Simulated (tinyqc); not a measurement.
# Sub-threshold conduction and electro-thermal threshold of an amorphous chalcogenide: the S-shaped curve

Trap-limited conduction: I = I0 exp(-Ea/kB T) sinh(q V dz/(2 ua kB T)), I0 = 2 q A Nt dz/ta. One lumped temperature T = T0 + Rt I V. The threshold is the largest V for which a steady state exists on the low-current branch.

For each T, V solves Rt I(V, T) V = T - T0.

Parameters, values chosen for the exercise; values of the order of Ge-Sb-Te and related chalcogenides: ambient temperature T0 = 300 K; cross-section A = 2400 nm^2; amorphous thickness ua = 29 nm; distance between traps dz = 8.7 nm; activation energy Ea = 0.29 eV; trap density Nt = 7e18 cm^-3; attempt time ta = 1e-15 s; thermal resistance Rt = 2 K/uW.

Constants: q = 1.602176634e-19 C, kB = 1.380649e-23 J/K. Results are converted to the units shown.

Results:

| T (K) | V (V) | I (uA) | V/I (kohm) |
|---|---|---|---|
| 302 | 0.3651 | 2.739 | 133.3 |
| 306 | 0.4855 | 6.179 | 78.57 |
| 315 | 0.5770 | 13.00 | 44.40 |
| 343 | 0.6427 | 33.45 | 19.21 |
| 358 | 0.6467 | 44.85 | 14.42 |
| 386 | 0.6370 | 67.50 | 9.437 |
| 426 | 0.6083 | 103.6 | 5.874 |
| 483 | 0.5604 | 163.3 | 3.432 |
| 557 | 0.5022 | 255.9 | 1.963 |
| 671 | 0.4335 | 427.9 | 1.013 |

Estimate the missing row, T = 329 K.

Computed row:

| T (K) | V (V) | I (uA) | V/I (kohm) |
|---|---|---|---|
| 329 | 0.6259 | 23.17 | 27.02 |

With this row back in the table: V goes from 0.365 through a maximum of 0.647 (at T = 358 K among the rows listed) to 0.433 V, while I rises from 2.74 to 428 uA. The exact threshold is 0.6467 V at 357.0 K; beyond it V falls as I rises, a negative differential resistance that a voltage source cannot hold. For T = 483, 557, 671 the layer would crystallise if held at such a temperature.

Range of the model: Purely electronic switching mechanisms, filaments and series resistance are left out.

tinyqc, about 0.01 s, one thread, Intel Xeon 2.30GHz (shared host): `OMP_NUM_THREADS=1 python tinyqc.py 2490123 2490124 out.jsonl`
